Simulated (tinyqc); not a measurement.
Ferroelectric with a first-order transition, Landau-Devonshire energy: two steps of the calculation.

One domain with free energy u = al P^2 + be P^4 + ga P^6 - E P, al = a0 (T - T0), be < 0 < ga (P in uC/cm^2, E in kV/cm, u in mJ/cm^3). Equilibrium: E = 2 al P + 4 be P^3 + 6 ga P^5; a state is stable against small changes where dE/dP > 0. The coercive field is that of uniform switching, which real films, switching by domains, do not reach.

Inputs (values chosen for the exercise): slope of the quadratic coefficient a0 = 0.014 kV cm/(uC K); Curie-Weiss temperature T0 = 450 K; quartic coefficient be = -0.0021 kV cm^5/uC^3; sixth-order coefficient ga = 4.1e-6 kV cm^9/uC^5; temperature T = 445 K.

Constants: eps0 = 8.8541878128e-14 F/cm where lengths are in cm. Results are converted to the units shown.

Question 1. Spontaneous polarisation, coercive field and susceptibility. Ps^2 = [-be + sqrt(be^2 - 3 al ga)]/(3 ga); Pc^2 = [-3 be + sqrt(9 be^2 - 15 al ga)]/(15 ga), Ec = -E(Pc); susceptibility chi = 1/(eps0 dE/dP).

Find: al; Ps; u(Ps) at E = 0; Pc; Ec; chi at Ps.

Answer 1.

al = -0.070000 kV cm/uC
Ps = 18.905 uC/cm^2
u(Ps) at E = 0 = -106.09 mJ/cm^3
Pc = 14.501 uC/cm^2
Ec = 11.871 kV/cm
chi at Ps = 1720.6

Question 2. Transition temperatures. TC = T0 + be^2/(4 a0 ga), where u(Ps) = u(0); T1 = T0 + be^2/(3 a0 ga), where the polar minimum disappears. At TC the polarisation jumps from sqrt(-be/(2 ga)) to zero, with latent heat TC a0 Ps^2.

Wanted: TC; T1; jump of P; latent heat.

Answer 2.

TC = 469.21 K
T1 = 475.61 K
jump of P = 16.003 uC/cm^2
latent heat = 1.6823 J/cm^3

Thermal hysteresis can span T0 to T1, 25.6 K.

Numbers from tinyqc (`OMP_NUM_THREADS=1 python tinyqc.py 2860114 2860115 out.jsonl`; about 0.01 s on one thread of a shared Intel Xeon 2.30GHz).
